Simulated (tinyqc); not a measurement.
# MOS capacitor on a p-type substrate, surface potential from the exact charge relation, step by step

Numbers from tinyqc (`OMP_NUM_THREADS=1 python tinyqc.py 2060008 2060009 out.jsonl`; about 0.01 s on one thread of a shared Intel Xeon 2.30GHz). Printed values are rounded.

Uniform p-type substrate, Boltzmann statistics, full ionisation, classical densities. psi is the surface potential against the body (positive when the bands bend down) and u = psi/Vt. Traps are spread evenly over the gap and neutral at flat band, so their charge is -q Dit psi; the minority quasi-Fermi level is shifted by Vb.

Parameters, values chosen for the exercise; band and dielectric values close to those of In0.53Ga0.47As: temperature T = 300 K; band gap Eg = 0.749 eV; relative permittivity eps_r = 13.7; conduction-band density of states at T Nc = 2.14e17 cm^-3; valence-band density of states at T Nv = 7.84e18 cm^-3; electron affinity chi = 4.5 eV; acceptor density of the substrate N = 2.5e16 cm^-3; relative permittivity of the gate insulator (close to aluminium oxide) eox = 8.88; insulator thickness tox = 11 nm; gate work function phiM = 4.51 eV; fixed charge at the interface, in units of q Nf = -1.1e11 cm^-2; density of interface traps Dit = 0 cm^-2 eV^-1; reverse bias of the inversion layer against the body Vb = 1.6 V; gate voltage against the body Vg = 2.76 V.

Constants: q = 1.602176634e-19 C, kB = 1.380649e-23 J/K, Vt = kB T/q, eps0 = 8.8541878128e-14 F/cm where lengths are in cm. Results are converted to the units shown.

Range of the model: At this gate voltage the surface density exceeds 0.3 of the band density of states, so degeneracy and confinement would lower the charge and capacitance.

## Flat band, threshold and scales

ni = sqrt(Nc Nv) exp(-Eg/(2 Vt)), Eg in volts; phiF = Vt ln(N/ni); Cox = eps0 eox/tox; Vfb = phiM - chi - (Eg - Vt ln(Nv/N)) - q Nf/Cox; Q0 = sqrt(2 eps0 eps_r q N Vt); r = (ni/N)^2 exp(-Vb/Vt); VT = Vfb + [(2 phiF + Vb)(1 + q Dit/Cox) + sqrt(2 eps0 eps_r q N (2 phiF + Vb))/Cox].

ni = 6.62280e11 cm^-3
phiF = 0.272446 V
Cox = 0.714774 uF/cm^2
Vfb = -0.565743 V
Q0 = 15.8497 nC/cm^2
r = 9.27655e-37
VT = 1.78113 V

## Starting value

psi = Vg - Vfb (all of the voltage in the semiconductor).

psi at the start = 3.32574 V

## Iteration 1: Newton step for the surface potential

u = psi/Vt; F^2 = exp(-u) + u - 1 + r (exp(u) - u - 1); Qs = -sign(u) Q0 F; Cs = -dQs/dpsi = (Q0/Vt) |1 - exp(-u) + r (exp(u) - 1)|/(2 F). f = Vfb + psi + (q Dit psi - Qs)/Cox - Vg, f' = 1 + (Cs + q Dit)/Cox, psi(new) = psi - f/f'.

u = 128.645
F = 8.29287e9
Qs = -1.31440e11 nC/cm^2
Cs = 2.54216e9 uF/cm^2
f = 1.83890e8 V
f' = 3.55659e9
psi after iteration 1 = 3.27404 V

This iterate lies far beyond the solution, so its charge is not a physical one.

## Iteration 2: Newton step for the surface potential

As before.

u = 126.645
F = 3.05078e9
Qs = -4.83540e10 nC/cm^2
Cs = 9.35208e8 uF/cm^2
f = 6.76493e7 V
f' = 1.30840e9
psi after iteration 2 = 3.22233 V

This iterate lies far beyond the solution, so its charge is not a physical one.

## Iteration 3: Newton step for the surface potential

As before.

u = 124.645
F = 1.12232e9
Qs = -1.77884e10 nC/cm^2
Cs = 3.44044e8 uF/cm^2
f = 2.48868e7 V
f' = 4.81332e8
psi after iteration 3 = 3.17063 V

This iterate lies far beyond the solution, so its charge is not a physical one.

## Course of the Newton iteration

Stop when the step is below 1e-10 V, or after 60 iterations.

Course of the iteration:
```
iteration,psi before the step (V),f (V),step (V)
1,3.32574,1.84e8,-0.0517
2,3.27404,6.76e7,-0.0517
3,3.22233,2.49e7,-0.0517
4,3.17063,9.16e6,-0.0517
5,3.11893,3.37e6,-0.0517
6,3.06722,1.24e6,-0.0517
7,3.01552,4.56e5,-0.0517
8,2.96382,1.68e5,-0.0517
9,2.91211,6.17e4,-0.0517
...,...,...,...
16,2.55058,55.9,-0.0510
17,2.49963,20.3,-0.0496
18,2.45006,7.24,-0.0459
19,2.40420,2.43,-0.0370
20,2.36715,0.687,-0.0213
21,2.34589,0.122,-5.67e-3
22,2.34022,6.37e-3,-3.30e-4
23,2.33989,2.01e-5,-1.04e-6
24,2.33989,< 1e-4,-1.04e-11
```

Converged in 24 iterations. In 16 iterations the step is within 3 % of 2 Vt = 51.7 mV: there Qs grows as exp(|u|/2), and a Newton step on such an exponential moves psi by 2 Vt whatever the distance left.

## Charges, field and capacitances at the solution

converged psi = 2.33989 V

u = psi/Vt; F^2 = exp(-u) + u - 1 + r (exp(u) - u - 1); Qs = -sign(u) Q0 F; Cs = -dQs/dpsi = (Q0/Vt) |1 - exp(-u) + r (exp(u) - 1)|/(2 F). Low frequency: 1/C_LF = 1/Cox + 1/(Cs + q Dit). High frequency, in the simple estimate in which traps and minority carriers do not follow: 1/C_HF = 1/Cox + 1/Cd, Cd being Cs with r = 0 at the same psi. Minority sheet density N_inv = (Q0/(2 q)) int_0^u r (exp(t) - 1)/F(t) dt for u > 0. Oxide field |Qs - q Dit psi + q Nf|/(eps0 eox).

Qs = -704.663 nC/cm^2
N_inv = 3.47341e12 cm^-2
oxide field = 0.918646 MV/cm
Cs = 13.0185 uF/cm^2
C_LF/Cox = 0.947953
C_HF/Cox = 0.0433648

The surface is in strong inversion (borders at |psi| = 0, phiF + Vb and 2 phiF + Vb = 2.14 V). Minority carriers make up 79.0 % of Qs.
